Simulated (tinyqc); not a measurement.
Front-illuminated p-i-n photodiode, quantum efficiency and bandwidth: one step of the calculation.

Light enters through a p layer (0 to xp), a depleted layer (xp to xp + wi) and a thick n substrate, decaying as exp(-al x); one pass, no back reflection. Carriers made in the depleted layer are all collected; those in the neutral layers diffuse.

Problem. Response at one frequency. Drift response for pairs made in the depleted layer, a = al wi, g = 1 - exp(-a), u = 2 pi i f, te = wi/ve, th = wi/vh: electrons He = [g - a (exp(-a) - exp(-u te))/(u te - a)]/(u te g), holes Hh = [g - a (1 - exp(-a - u th))/(a + u th)]/(u th g); C = eps0 eps_r pi (dia/2)^2/wi + Cp; total |He + Hh|/sqrt(1 + (2 pi f RL C)^2), for the current of the depleted layer alone.

Values chosen for this exercise; values close to those of gallium arsenide at this wavelength:
- al = 9790 1/cm (absorption coefficient)
- eps_r = 12.7 (relative permittivity)
- wi = 1.7 um (thickness of the depleted layer)
- ve = 7.72e6 cm/s (electron drift velocity)
- vh = 5.42e6 cm/s (hole drift velocity)
- dia = 270 um (diameter)
- RL = 50 ohm (load resistance)
- Cp = 10 fF (parasitic capacitance)
- f = 16 GHz (modulation frequency)

Constants: eps0 = 8.8541878128e-14 F/cm where lengths are in cm. Results are converted to the units shown.

Find: te; th; He; Hh; |He + Hh|; C; total response.

Solution.

te = 22.021 ps
th = 31.365 ps
He = 0.37217-0.39626i
Hh = 0.19225-0.21612i
|He + Hh| = 0.83281
C = 3797.2 fF
total response = 0.043573

The drift response alone falls to 1/sqrt(2) at 22.0 GHz and the RC term alone at 0.838 GHz; together they give 0.837 GHz for this part of the current; the diffusion currents, left out, respond on their own time scales.

Program tinyqc, `OMP_NUM_THREADS=1 python tinyqc.py 2250130 2250131 out.jsonl`; Intel Xeon 2.30GHz, shared host, one thread, about 0.01 s.
